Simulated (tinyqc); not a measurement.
Inside a calculation. Model: resistance of a source-drain extension with a graded tip.

Program tinyqc, `OMP_NUM_THREADS=1 python tinyqc.py 2282003 2282004 out.jsonl`; Intel Xeon 2.30GHz, shared host, one thread, about 0.06 s. Printed values are rounded.

y runs along the channel, the gate covers y > 0. The doping is N0 for y < y0 and N0 10^(-(y - y0)/la) beyond, uniform over the depth xj. Sheet conductance s(y) = q mu(N) max(N - Nch, 0) xj + (for y > 0) ma Cox Vo, with mu(N) = u0 + (u1 - u0)/(1 + (N/Nr)^au) and Cox = eps0 eox/tox. Current is taken as one-dimensional; depletion of the tip, spreading and the contact are left out. The metallurgical junction lies at yj, where N = Nch.

Parameters, values chosen for the exercise; mobility law close to that of holes in silicon:
```
symbol    value        unit                                                                 meaning
eox        9.21              relative permittivity of the gate insulator (close to aluminium oxide)
tox         2.8          nm                                                     insulator thickness
N0       9.1e19       cm^-3                        active doping of the extension far from the gate
la          6.2   nm/decade                                                      lateral abruptness
y0          4.9          nm          position under the gate where the fall begins (gate edge at 0)
xj           27          nm                                                  depth of the extension
Nch        3e18       cm^-3                                                          channel doping
Vo         0.41           V                                                          gate overdrive
ma           39  cm^2/(V s)                                      mobility of the gate-induced layer
u1        470.5  cm^2/(V s)                                                  mobility at low doping
u0         44.9  cm^2/(V s)                                                 mobility at high doping
Nr      2.23e17       cm^-3                                                        reference doping
au        0.719                                                                            exponent
Lg           50          nm                                                             gate length
```

Constants: q = 1.602176634e-19 C, eps0 = 8.8541878128e-14 F/cm where lengths are in cm. Results are converted to the units shown.

## Sheet resistances and junction position

yj = y0 + la log10(N0/Nch); sheet resistance of the full extension 1/[q mu(N0)(N0 - Nch) xj] and of the gate-induced layer 1/(ma Cox Vo); metallurgical length Lg - 2 yj; ye is where the doped and the gate-induced conductances are equal.

yj = 14.08790 nm
sheet resistance of the extension = 520.4471 ohm/square
sheet resistance of the induced layer = 21473.42 ohm/square
metallurgical length = 21.82419 nm
ye = 13.19292 nm
N at ye = 4.182870e18 cm^-3

The gate takes over 0.895 nm before the junction, where N is still 1.39 times the channel doping.

## Resistance of the overlapped part

Midpoint rule on 11 equal steps from 0 to yj: R_ov = sum h/s(y), per width.

```
point     y (nm)    N (cm^-3)  doped conductance (uS)  sheet resistance (ohm/square)
0      0.6403593       9.1e19                1921.425                       508.1316
1       1.921078       9.1e19                1921.425                       508.1316
2       3.201797       9.1e19                1921.425                       508.1316
3       4.482515       9.1e19                1921.425                       508.1316
4       5.763234  6.604047e19                1415.206                       684.0997
5       7.043952  4.104333e19                899.9006                       1056.558
6       8.324671  2.550792e19                570.0050                       1621.865
7       9.605390  1.585286e19                355.0436                       2489.960
8       10.88611  9.852355e18                210.7884                       3885.643
9       12.16683  6.123117e18                109.2889                       6416.093
10      13.44755  3.805441e18                32.71020                       12613.62
```

R_ov = 39.447 ohm um

The exact integral is 40.711 ohm um; the coarse sum is 3.1 % below it.
